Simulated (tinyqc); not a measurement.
# Bulk transistor, scale length and short-channel effects: what changes with what

A gate, an insulator of thickness ti and a depleted layer of depth ts on a conducting body. Below threshold the potential that source and drain add obeys Laplace's equation and vanishes on the gate and at the bottom of the depleted layer. Its lowest mode decays along the channel as exp(-k y); k is the smallest positive root of the matching condition at the interface, and the scale length is Lambda = pi/k.

Parameters, values chosen for the exercise; permittivities: semiconductor close to that of In0.53Ga0.47As, insulator close to that of hafnium oxide:
- T = 300 K (temperature)
- eps_r = 13.8 (relative permittivity of the semiconductor)
- ei = 23.1 (relative permittivity of the insulator)
- ti = 15 nm (insulator thickness)
- ts = 30 nm (depletion depth)
- L = 86 nm (channel length)
- Vbi = 0.97 V (potential of the source)
- sT = 0.43 V (potential of the barrier top at threshold)
- Vds = 0.7 V (drain voltage)

Constants: q = 1.602176634e-19 C, kB = 1.380649e-23 J/K, Vt = kB T/q. Results are converted to the units shown.

Each table varies one quantity; the others keep the values above.

## Effect of the depletion depth

k is the smallest positive root of f(k) = eps_r sin(k ti) cos(k ts) + ei cos(k ti) sin(k ts). Along the channel psi(y) = s + a exp(y/l) + b exp(-y/l) with psi(0) = Vbi, psi(L) = Vbi + Vds and l = 1/k = Lambda/pi; with A = Vbi - s, B = A + Vds, x = exp(-L/l): a = (B - A x) x/(1 - x^2), b = (A - B x)/(1 - x^2). The minimum is s + 2 sqrt(a b), at y = (l/2) ln(b/a). The long-channel potential follows the gate as s = sT + (Vg - VTL)/m, and the threshold VT is the gate voltage at which the minimum equals sT. Swing = m Vt ln 10/g at threshold, g = d(minimum)/ds = 1 - (b x + a)/((1 + x) sqrt(a b)). DIBL = [VT(0.05 V) - VT(Vds)]/(Vds - 0.05 V). sT and Vbi are held fixed; m = 1 + eps_r ti/(ei ts) in each row.

Results:
```
ts (nm)  Lambda (nm)  L/Lambda  VT - VTL at Vds (mV)  DIBL (mV/V)  swing (mV/decade)
12            27.743    3.0999               -22.320       10.683             105.74
15            30.000    2.8667               -29.665       14.217             97.426
23            36.134    2.3800               -56.997       27.439             87.194
29            41.084    2.0933               -86.804       41.978             84.708
36            47.229    1.8209               -132.85       64.641             84.675
45            55.533    1.5486               -209.79       102.95             87.570
```

Estimate the missing row, ts = 19 nm.

Computed row:
```
ts (nm)  Lambda (nm)  L/Lambda  VT - VTL at Vds (mV)  DIBL (mV/V)  swing (mV/decade)
19            33.015    2.6049               -41.741       20.045             90.886
```

With this row back in the table: As ts goes from 12 to 45 nm, Lambda rises from 27.7 to 55.5 nm, DIBL rises from 10.7 to 103 mV/V and the swing goes from 106 through a minimum of 84.7 (at ts = 36 nm among the rows listed) to 87.6 mV a decade. On average Lambda goes as ts^(0.53).

## Effect of the relative permittivity of the insulator

Same model as above.

Effect of the relative permittivity of the insulator:
```
ei   Lambda (nm)  L/Lambda  VT - VTL at Vds (mV)  DIBL (mV/V)  swing (mV/decade)
3.9       52.566    1.6361               -411.50       201.33             196.68
5.7       50.469    1.7040               -290.03       141.60             154.07
8.5       48.040    1.7902               -203.55       99.130             123.67
12        45.872    1.8748               -152.34       74.024             105.62
18        43.382    1.9824               -110.94       53.770             91.003
27        41.085    2.0932               -83.269       40.268             81.250
40        39.122    2.1983               -65.106       31.426             74.895
```

What does the comparison show?

As ei goes from 3.9 to 40, Lambda falls from 52.6 to 39.1 nm, DIBL falls from 201 to 31.4 mV/V and the swing falls from 197 to 74.9 mV a decade. On average Lambda goes as ei^(-0.13).

## Effect of the drain voltage

Same model as above.

The same in every row: Lambda (nm) = 41.94; L/Lambda = 2.051.

Result of one run:
```
Vds (V)  VT - VTL at Vds (mV)  DIBL (mV/V)  swing (mV/decade)
1.1                    -107.1        41.51              84.98
```

What becomes of these results when the drain voltage Vds is changed from 1.1 to 0.8 V, all else the same?

Result of the changed run:
```
Vds (V)  VT - VTL at Vds (mV)  DIBL (mV/V)  swing (mV/decade)
0.8                    -96.42        43.90              84.65
```

The whole series:
```
Vds (V)  VT - VTL at Vds (mV)  DIBL (mV/V)  swing (mV/decade)
0.2                    -71.16        51.16              84.08
0.35                   -78.15        48.88              84.20
0.5                    -84.62        46.97              84.34
0.65                   -90.69        45.33              84.49
0.8                    -96.42        43.90              84.65
0.95                   -101.9        42.64              84.82
1.1                    -107.1        41.51              84.98
```

As Vds goes from 0.2 to 1.1 V, Lambda stays at 41.9 nm, DIBL falls from 51.2 to 41.5 mV/V and the swing rises from 84.1 to 85.0 mV a decade.

Numbers from tinyqc (`OMP_NUM_THREADS=1 python tinyqc.py 2420116 2420117 out.jsonl`; about 0.01 s on one thread of a shared Intel Xeon 2.30GHz).
